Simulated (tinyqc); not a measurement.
Dopant redistribution at a moving silicon-oxide interface during parabolic oxidation: one step, computed by the program tinyqc. Command: `OMP_NUM_THREADS=1 python tinyqc.py 3011364 3011365 out.jsonl segox walk`. One thread of a shared host (Intel(R) Xeon(R) Processor @ 2.30GHz), about 0.01 s of CPU time with the checks.

Uniformly doped silicon is oxidised with x_ox = sqrt(B t); the interface advances into the silicon by alpha x_ox, alpha = 0.44. The dopant does not move in the oxide, and at the interface C(silicon) = m C(oxide).

Task: Dose moved. Consumed silicon held alpha x_ox C_B; the oxide holds x_ox times the dopant concentration in the oxide; the difference is the excess in the silicon; 1 um = 1e-4 cm.

Inputs (values chosen for the exercise, modelled on antimony in silicon under steam): bulk doping C_B = 2.3e+16 1/cm^3; temperature T = 1125 C.

oxide thickness = 1.017524 um

concentration in the oxide = 7.157686e+15 1/cm^3

Give: dopant in the consumed silicon; dopant in the oxide; excess in the silicon.

Result:

dopant in the consumed silicon = 1.0297e+12 1/cm^2

dopant in the oxide = 7.2831e+11 1/cm^2

excess in the silicon = 3.0142e+11 1/cm^2

Caution: parabolic growth needs an oxide much thicker than the Deal-Grove length A, which fails for thin films and low temperatures; oxidation-enhanced or retarded diffusion is ignored.
